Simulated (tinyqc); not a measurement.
Inside a calculation. Method: Rayleigh-quotient iteration on a symmetric matrix. Computed by tinyqc, a small Python program that keeps every step. Settings: method = rayleigh, shift = 1.43. Command: `OMP_NUM_THREADS=1 python tinyqc.py 25182 25183 out.jsonl` (the two numbers bound the seeds that draw the settings). One thread of a shared host (Intel(R) Xeon(R) Processor @ 2.60GHz), about 0.01 s of CPU time with the checks.

## Step 1

A:
```
[[0.117000, -0.649000, 0.319000, 0.207000],
 [-0.649000, 0.144000, 0.616000, 0.143000],
 [0.319000, 0.616000, 1.188000, 0.986000],
 [0.207000, 0.143000, 0.986000, 1.433000]]
```

vector v at the start: [0.500000, 0.500000, 0.500000, 0.500000]

shift = 1.430000

solve (A - shift) w = v; v' = w/|w| with its largest component positive (the first on a tie); lambda = v'^T A v'; the next shift is lambda.

vector after step 1: [-0.176458, 0.023212, 0.610581, 0.771696]

Rayleigh quotient after step 1 = 2.131950

## Step 2

As before.

vector after step 2: [0.139428, 0.211865, 0.684474, 0.683497]

Rayleigh quotient after step 2 = 2.439420

## Step 3

As before.

vector after step 3: [0.100331, 0.195934, 0.674214, 0.704968]

Rayleigh quotient after step 3 = 2.445365

## Course of the iteration

Stop when the residual |A v - lambda v| is below 1e-9.

Steps:
```
step      lambda  residual
1     2.13194973  9.01e-01
2     2.43942009  1.26e-01
3     2.44536537  2.88e-04
4     2.44536540  4.12e-12
```

all eigenvalues, for comparison: [-0.751468, 0.344278, 0.843824, 2.445365]

Converged in 4 steps.
